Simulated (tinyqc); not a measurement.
Transfer between valleys with doping: electrons shared among three sets of ellipsoidal valleys.

F_j(eta) = (1/Gamma(j + 1)) integral_0^infinity x^j dx/(1 + exp(x - eta)), which tends to exp(eta) for eta << 0.

Sets Gamma, L, X: N_i = M_i times N = 2 (m kB T/(4 pi c))^(3/2) with c = hbar^2/2m0, in 1/angstrom^3; times 1e24 for 1/cm^3, m = (ml mt^2)^(1/3); n = sum_i N_i F_1/2((EF - dE_i)/kT), energies from the edge of the first set; mu_drift = sum of share times mobility.

Constants: hbar^2/2m0 = 3.80998211 eV angstrom^2; kB = 8.617333262e-05 eV/K.

Parameters, chosen for this exercise (masses and offsets near those of GaSb; mobilities are free inputs, held fixed; shifted at random, so the results belong to these values and not to a real crystal): dE = (0, 0.076, 0.316) eV (edges of Gamma, L, X above the first); M = (1, 4, 3) (valleys in each set); ml = (0.04, 1.315, 1.564) m0 (longitudinal masses of Gamma, L, X); mt = (0.04, 0.0978, 0.2141) m0 (transverse masses); mu = (5700, 740, 260) cm^2/(V s) (mobility of each set); T = 400 K.

Parabolic valleys; band tails and gap narrowing are left out.

Populations:
```
n (1/cm^3)  EF (eV)  share Gamma  share L  share X  mu_drift
1.0e+16     -0.1863       0.1388   0.8597   0.0015      1428
1.0e+17     -0.1068       0.1373   0.8612   0.0015      1421
1.0e+18     -0.0264       0.1248   0.8737   0.0015      1358
3.0e+18      0.0135       0.1063   0.8921   0.0016      1267
1.0e+19      0.0607       0.0768   0.9213   0.0019      1120
3.0e+19      0.1125       0.0514   0.9458   0.0028       994
1.0e+20      0.1977       0.0332   0.9569   0.0099       900
```

What does the comparison show?

The share of Gamma goes from 0.139 to 0.033 and the mean mobility from 1428 to 900 cm^2/(V s). L holds more than Gamma throughout. The share of X is at most 0.0099.

(tinyqc, `OMP_NUM_THREADS=1 python tinyqc.py 1650964 1650965 out.jsonl`, Intel(R) Xeon(R) Processor @ 2.30GHz, 1 thread, shared host, about 0.01 s.)
